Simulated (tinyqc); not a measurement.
Inside a calculation: five-level k.p model folded onto the conduction band. Values are carried at full precision from step to step, so a last printed digit may differ when a step is redone from the rounded ones.

Second-order sums for the lowest conduction level at E: 1/m = 1 + Cm + (Ep/3)(2/E + 1/(E + Dso)) - (Ep2/3)(2/(E7 + D2 - E) + 1/(E7 - E)); g/2 = 1 + Cg - (Ep/3)(1/E - 1/(E + Dso)) - (Ep2/3)(1/(E7 - E) - 1/(E7 + D2 - E)). E is counted from the top of the valence band; E = Eg at the edge.

Constants: hbar^2/2m0 = 3.80998211 eV angstrom^2.

Values chosen for the exercise (near those of CdTe; shifted at random, so the results belong to these values and not to a real crystal): Eg = 1.539 eV (gap at Gamma to the s-like level); Dso = 0.919 eV (spin-orbit splitting); Ep = 19.5 eV (Kane energy); E7 = 5.18 eV (upper Gamma7 conduction level, from the valence top); D2 = 0.29 eV (its spin-orbit splitting, Gamma8 above Gamma7); Ep2 = 3.6 eV (Kane energy to the upper levels); Cm = -0.9 (remote term in 1/m); Cg = -0.02 (remote term in g/2); k = 0.055 1/angstrom (wave vector along z).

## Mass and g factor term by term

Evaluate at E = Eg.

Terms:
```
level           part of 1/m  part of g
free + remote        0.1000     1.9600
Gamma8 valence       8.4470    -8.4470
Gamma7 valence       2.6444     5.2889
Gamma8 upper        -0.6105     0.6105
Gamma7 upper        -0.3296    -0.6592
```

m = 0.0975 m0
g = -1.247

The valence levels give 11.09 to 1/m and the upper levels take 0.94 away. In g the two valence terms nearly cancel when Dso is small against Eg; here Dso/Eg = 0.60 and they leave -3.158, the upper pair -0.049.

## The matrix at one k

For k along z and one spin sector the level c couples to four states. With c0 = hbar^2/2m0, P = sqrt(Ep c0), P2 = sqrt(Ep2 c0): diagonal Eg + (1 + Cm) c0 k^2 for c, and 0, -Dso, E7 + D2, E7 for lh, so, G8 up, G7 up (their own dispersion is left out); couplings of c: sqrt(2/3) P k to lh, sqrt(1/3) P k to so, sqrt(2/3) P2 k to G8 up, sqrt(1/3) P2 k to G7 up (phases chosen real).

Fill in the matrix.

H (eV):
```
             c       lh        so    G8 up    G7 up
c      1.54015  0.38708   0.27370  0.16631  0.11760
lh     0.38708        0         0        0        0
so     0.27370        0  -0.91900        0        0
G8 up  0.16631        0         0  5.47000        0
G7 up  0.11760        0         0        0  5.18000
```

## Exact folding onto c

Solve E = H_cc + S(E), S(E) = sum_j H_cj^2/(E - H_jj), from E = H_cc, by plain substitution and by Newton steps on E - H_cc - S(E). The weight of c in the state is Z = 1/(1 - dS/dE). The exact level is the third eigenvalue of H from below.

Iterates (eV):
```
step  substitution   Newton
0          1.54015  1.54015
1          1.65706  1.64856
2          1.64847  1.64903
3          1.64907  1.64903
4          1.64902  1.64903
5          1.64903  1.64903
6          1.64903  1.64903
7          1.64903  1.64903
```

exact level = 1.64903 eV
Z = 0.9351

Substitution multiplies the error by about dS/dE = 1 - 1/Z = -0.069 a step, so it alternates; after 7 steps it is off by 9.0e-10 eV, while Newton is within 1e-5 eV from step 2 on.

## Loewdin series

Expanding E = H_cc + S(E) about Eg in powers of k^2, with s_n = sum_j H_cj^2/(Eg - H_jj)^n: order k^2: e2 = (1 + Cm) c0 k^2 + s1; order k^4: e4 = -s2 e2; order k^6: e6 = s3 e2^2 + s2^2 e2.

Give each order and the partial sums, counted from Eg.

s1 (eV), s2 (no unit), s3 (1/eV); (1 + Cm) c0 k^2 is H_cc - Eg: 0.11700  0.07849  0.04541

e2, e4, e6 (eV): 0.11815  -0.00927  0.00136

partial sums (eV): 0.11815  0.10888  0.11024

The exact value is 0.11003 eV; the errors of the partial sums are +8.12, -1.15 and +0.21 meV.

## Checks

- Curvature of the exact level at small k against the sum for 1/m: both 10.251.

Computed by tinyqc, a small Python program: `OMP_NUM_THREADS=1 python tinyqc.py 1080822 1080823 out.jsonl` (the numbers bound the seed that draws the inputs); one thread of a shared host (Intel(R) Xeon(R) Processor @ 2.30GHz), about 0.01 s for the whole set of steps.
